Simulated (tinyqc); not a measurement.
Inside a calculation. Method: empirical pseudopotential in a few plane waves. Computed by tinyqc, a small Python program that keeps every step. Settings: plane-wave index or count = 15. Command: `OMP_NUM_THREADS=1 python tinyqc.py 28805 28806 out.jsonl` (the two numbers bound the seeds that draw the settings). One thread of a shared host (Intel(R) Xeon(R) Processor @ 2.60GHz), about 0.2 s of CPU time with the checks.

## Bloch Hamiltonian at G

Parameters chosen for this model: fcc lattice, atoms at +/- a/8 (1,1,1); form factors in rydberg at |G|^2 in units of (2 pi/a)^2:
```
parameter                 value      unit
a                      5.520000  angstrom
VS(3)                 -0.194000        Ry
VS(8)                  0.049000        Ry
VS(11)                 0.080000        Ry
VA(3)                         0        Ry
VA(4)                         0        Ry
VA(11)                        0        Ry
hbar^2/2m (2 pi/a)^2   4.936334        eV
```

k point G (2 pi / a): [0, 0, 0]

Basis: the 15 shortest G (labels in 2 pi/a), the same at every k. H(G,G') = c |k + G|^2 delta + VS(|G-G'|^2) cos((G-G').tau) + i VA sin((G-G').tau), tau = a/8 (1,1,1); 1 Ry = 13.605693 eV.

H(k) at G (eV), order +0+0+0, -1-1-1, -1-1+1, -1+1-1, -1+1+1, +1-1-1, +1-1+1, +1+1-1, +1+1+1, -2+0+0, +0-2+0, +0+0-2, +0+0+2, +0+2+0, +2+0+0:
```
[[0.000000, 1.866411, -1.866411, -1.866411, -1.866411, -1.866411, -1.866411, -1.866411, 1.866411, 0.000000, 0.000000, 0.000000, 0.000000, 0.000000, 0.000000],
 [1.866411, 14.809001, 0.000000, 0.000000, -0.666679, 0.000000, -0.666679, -0.666679, 0.000000, -1.866411, -1.866411, -1.866411, -0.769654, -0.769654, -0.769654],
 [-1.866411, 0.000000, 14.809001, 0.666679, 0.000000, 0.666679, 0.000000, 0.000000, -0.666679, -1.866411, -1.866411, 0.769654, 1.866411, -0.769654, -0.769654],
 [-1.866411, 0.000000, 0.666679, 14.809001, 0.000000, 0.666679, 0.000000, 0.000000, -0.666679, -1.866411, 0.769654, -1.866411, -0.769654, 1.866411, -0.769654],
 [-1.866411, -0.666679, 0.000000, 0.000000, 14.809001, 0.000000, 0.666679, 0.666679, 0.000000, 1.866411, -0.769654, -0.769654, -1.866411, -1.866411, 0.769654],
 [-1.866411, 0.000000, 0.666679, 0.666679, 0.000000, 14.809001, 0.000000, 0.000000, -0.666679, 0.769654, -1.866411, -1.866411, -0.769654, -0.769654, 1.866411],
 [-1.866411, -0.666679, 0.000000, 0.000000, 0.666679, 0.000000, 14.809001, 0.666679, 0.000000, -0.769654, 1.866411, -0.769654, -1.866411, 0.769654, -1.866411],
 [-1.866411, -0.666679, 0.000000, 0.000000, 0.666679, 0.000000, 0.666679, 14.809001, 0.000000, -0.769654, -0.769654, 1.866411, 0.769654, -1.866411, -1.866411],
 [1.866411, 0.000000, -0.666679, -0.666679, 0.000000, -0.666679, 0.000000, 0.000000, 14.809001, -0.769654, -0.769654, -0.769654, -1.866411, -1.866411, -1.866411],
 [0.000000, -1.866411, -1.866411, -1.866411, 1.866411, 0.769654, -0.769654, -0.769654, -0.769654, 19.745335, 0.666679, 0.666679, -0.666679, -0.666679, 0.000000],
 [0.000000, -1.866411, -1.866411, 0.769654, -0.769654, -1.866411, 1.866411, -0.769654, -0.769654, 0.666679, 19.745335, 0.666679, -0.666679, 0.000000, -0.666679],
 [0.000000, -1.866411, 0.769654, -1.866411, -0.769654, -1.866411, -0.769654, 1.866411, -0.769654, 0.666679, 0.666679, 19.745335, 0.000000, -0.666679, -0.666679],
 [0.000000, -0.769654, 1.866411, -0.769654, -1.866411, -0.769654, -1.866411, 0.769654, -1.866411, -0.666679, -0.666679, 0.000000, 19.745335, 0.666679, 0.666679],
 [0.000000, -0.769654, -0.769654, 1.866411, -1.866411, -0.769654, 0.769654, -1.866411, -1.866411, -0.666679, 0.000000, -0.666679, 0.666679, 19.745335, 0.666679],
 [0.000000, -0.769654, -0.769654, -0.769654, 0.769654, 1.866411, -1.866411, -1.866411, -1.866411, 0.000000, -0.666679, -0.666679, 0.666679, 0.666679, 19.745335]]
```

## Levels at G

Diagonalise the Hermitian matrix.

eigenvalues (eV): [-1.520393, 10.973585, 10.973585, 10.973585, 14.142322, 14.142322, 14.142322, 14.890062, 18.329431, 18.411977, 18.411977, 22.914072, 22.914072, 22.914072, 24.331027]

## Bands along a path

The same steps at evenly spaced points between the labelled ones.

Bands along the path (eV), lowest eight:
```
k            band 1     band 2     band 3     band 4     band 5     band 6     band 7     band 8
L          1.014357   3.773958   9.859623   9.859623  12.924934  14.938346  14.938346  18.432840
L-G 0.33  -0.102707   5.512870   9.996520   9.996520  13.102575  14.994766  14.994766  18.927779
L-G 0.67  -1.151797   8.548068  10.536334  10.536334  13.751353  14.806174  14.806174  17.112238
G         -1.520393  10.973585  10.973585  10.973585  14.142322  14.142322  14.142322  14.890062
G-X 0.33  -1.026432   8.842547   9.816236   9.816236  13.037679  15.545133  16.057053  16.057053
G-X 0.67   0.434994   5.739321   8.628111   8.628111  11.959343  13.083750  19.413040  19.413040
X          2.788315   2.900855   8.320105   8.320105  11.857602  11.977459  23.239063  23.239063
```

With 4 band(s) filled, the highest filled level on these points lies at G and the lowest empty one at X: a gap of 0.8840 eV, indirect. This holds for the small fixed basis; with all plane waves up to |k + G|^2 = 21 (2 pi/a)^2 the gap along the path is 0.74 eV.

## Convergence with the number of plane waves

Levels at G counted from the fourth one.

Levels (eV):
```
plane waves     level 1   level 5   level 8
9            -15.662715         0  2.666716
15           -12.493978  3.168737  3.916477
27           -11.989928  3.251764  4.511893
51           -12.220911  3.316982  4.530305
59           -12.262832  3.160175  4.483538
65           -12.274029  3.109935  4.483538
89           -12.221323  3.152773  4.462978
```
